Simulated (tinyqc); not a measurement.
Landau-Devonshire theory of a uniaxial ferroelectric: one step, computed by the program tinyqc. Command: `OMP_NUM_THREADS=1 python tinyqc.py 3024759 3024760 out.jsonl ferro walk`. One thread of a shared host (Intel(R) Xeon(R) Processor @ 2.30GHz), about 0.01 s of CPU time with the checks.

G(P) = (alpha/2) P^2 + (beta*/4) P^4 + (gamma/6) P^6 - E P per volume, SI units, one domain, P along the polar axis, which is normal to the film.

Task: Coefficients at T. alpha = alpha_0 (T - T0*), with clamping: T0* = T0 + 4 Q12 u_m/(alpha_0 (s11 + s12)), beta* = beta + 4 Q12^2/(s11 + s12).

Inputs (values chosen for the exercise, for a model ferroelectric):
```
quantity                        value         unit
alpha_0                      1.06e+06  J m/(C^2 K)
Curie-Weiss temperature T0        320            K
beta                        -3.98e+08    J m^5/C^4
temperature T                     185            K
misfit strain u_m             -0.0052            -
electrostriction Q12           -0.017      m^4/C^2
compliance s11 + s12          4.2e-12        m^2/N
```

Sample: epitaxial film.

Give: T0*; alpha; beta*.

Result:

T0* = 399.42 K

alpha = -2.2729e+08 J m/C^2

beta* = -1.2276e+08 J m^5/C^4

Compression raises T0 by 79 K. beta* < 0: the transition is of first order.
